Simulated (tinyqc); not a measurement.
Metal-interlayer-semiconductor contact, depinning against tunnelling resistance: one step of the calculation.

Zero bias, n-type semiconductor. Gap states at the semiconductor surface thin out as exp(-be ti), which unpins the barrier; electrons must then cross the interlayer (a rectangular barrier, no voltage drop across it) and the parabolic depleted layer, both by WKB. Energies E are counted from the Fermi level; no image force, parabolic bands.

Question. Exponents and integrand on an energy grid. With U = phiB - xi: for xi < E < phiB, y = (E - xi)/U and G1 = (U/E00) [sqrt(1 - y) - y ln((1 + sqrt(1 - y))/sqrt(y))], G1 = 0 above phiB; G2 = 2 ti sqrt(mi max(phiB + dE - E, 0)/C), C = hbar^2/(2 m0); f = 1/(1 + exp(E/Vt)); integrand exp(-G1 - G2) f.

Parameters, values chosen for the exercise; semiconductor values close to those of germanium; interlayer mass of the order of that in titanium dioxide, offset chosen freely:
```
symbol  value  unit                                                           meaning
T         300     K                                                       temperature
ti        0.9    nm                                              interlayer thickness
dE       0.19    eV  conduction-band offset of the interlayer above the semiconductor
mi        0.3    m0                                 tunnelling mass in the interlayer
```

Constants: q = 1.602176634e-19 C, kB = 1.380649e-23 J/K, hbar = 1.054571817e-34 J s, m0 = 9.1093837015e-31 kg, Vt = kB T/q, hbar^2/(2 m0) = 0.0380998212 eV nm^2. Results are converted to the units shown.

E, point 0 to 16 (eV): 0.05  0.07875  0.1075  0.13625  0.165  0.19375  0.2225  0.25125  0.28  0.30875  0.3375  0.36625  0.395  0.42375  0.4525  0.48125  0.51
phiB = 0.38864717 eV
xi = 0.046986681 eV
E00 = 0.016569864 eV

Find: G1; G2; f; integrand.

Answer.

```
point     G1     G2         f  integrand (1e-8)
0      19.97  3.672    0.1263             0.001
1      16.08  3.571   0.04538             0.013
2      13.19  3.467   0.01539             0.090
3      10.77  3.360  0.005115             0.375
4       8.67  3.249  0.001688             1.120
5       6.85  3.134  5.558e-4             2.570
6       5.25  3.014  1.828e-4             4.723
7       3.85  2.890  6.014e-5             7.106
8       2.65  2.760  1.978e-5             8.860
9       1.64  2.624  6.505e-6             9.189
10      0.82  2.480  2.139e-6             7.874
11      0.23  2.328  7.035e-7             5.430
12      0.00  2.165  2.314e-7             2.656
13      0.00  1.988  7.609e-8             1.042
14      0.00  1.794  2.502e-8             0.416
15      0.00  1.576  8.229e-9             0.170
16      0.00  1.323  2.706e-9             0.072
```

Computed by the program tinyqc: `OMP_NUM_THREADS=1 python tinyqc.py 2270056 2270057 out.jsonl`, one thread of a shared Intel Xeon 2.30GHz, about 0.03 s for the whole run.
